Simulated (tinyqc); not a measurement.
Off-state leakage of single and stacked transistors: one step of the calculation.

n-channel devices of unit width. Subthreshold current I(Vg, Vs, Vd) = I0 (T/300 K)^0.5 exp[(Vg - Vs - VT(T) - gb (Vs - Vb) + dd (Vd - Vs))/(nf Vt)] (1 - exp(-(Vd - Vs)/Vt)), VT(T) = VT - cT (T - 300 K). Gate-edge tunnelling Ig (Vd/1 V) exp(ag (Vd - 1 V)), for a gate at 0 V, and band-to-band leakage Ab u exp(-Bb/u), u = Vd - Vb + 1 V, flow at a drain held at V; both are taken as independent of T. In a stack of off transistors (all gates at 0 V) the same subthreshold current passes through each.

Question. Leakage of one transistor. Vg = Vs = 0, Vd = V; effective threshold VT(T) - gb Vb - dd V.

Inputs (values chosen for the exercise); values of the order met in bulk silicon logic transistors: temperature T = 300 K; supply voltage V = 1.1 V; threshold at 300 K, zero drain and body bias VT = 0.5 V; fall of the threshold with temperature cT = 0.8 mV/K; current at threshold at 300 K I0 = 0.54 uA/um; slope factor nf = 1.28; drain-induced lowering per volt dd = 0.08; rise of the threshold per volt of source-body bias gb = 0.1; gate-edge tunnelling current at 1 V Ig = 0.0002 uA/um; exponential slope of the gate current ag = 5.7 1/V; prefactor of band-to-band leakage at the drain Ab = 2 uA/(um V); its exponential voltage Bb = 18 V; body voltage Vb = 0 V.

Constants: q = 1.602176634e-19 C, kB = 1.380649e-23 J/K, Vt = kB T/q. Results are converted to the units shown.

Find: effective threshold; parts; total; shares.

Answer.

effective threshold = 0.4120 V
parts (nA/um): subthreshold 0.002114, gate edge 0.3890, band-to-band 0.7957
total = 1.187 nA/um
shares (%): subthreshold 0.1781, gate edge 32.78, band-to-band 67.04

The band-to-band part is the largest.

Program tinyqc, `OMP_NUM_THREADS=1 python tinyqc.py 2242063 2242064 out.jsonl`; Intel Xeon 2.30GHz, shared host, one thread, about 0.04 s.
